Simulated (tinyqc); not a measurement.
Inside a calculation. Method: one-electron ion in a basis of Gaussians. One step of it, computed by the program tinyqc.

Problem. Matrices over normalised Gaussians. With p = a_i + a_j and I(k) = Gamma((k+1)/2) / (2 p^((k+1)/2)): S = I(2l+2), T = (2l+3) a_i a_j S / p, V = -Z I(2l+1), each divided by sqrt(S_ii S_jj).

exponents of r^l exp(-a r^2) (1/bohr^2): 0.064160  0.241100  0.906100  3.405000

Z = 2

l = 1

Give: S; T; V.

Solution.

S, lower triangle:
```
        1       2       3       4
1  1.0000
2  0.5994  1.0000
3  0.1741  0.5994  1.0000
4  0.0377  0.1741  0.5994  1.0000
```

T (hartree), lower triangle:
```
        1       2       3       4
1  0.1604
2  0.1519  0.6028
3  0.0522  0.5707  2.2652
4  0.0119  0.1960  2.1448  8.5125
```

V (hartree), lower triangle:
```
         1        2        3        4
1  -0.5389
2  -0.4983  -1.0447
3  -0.2581  -0.9658  -2.0253
4  -0.1056  -0.5003  -1.8724  -3.9262
```
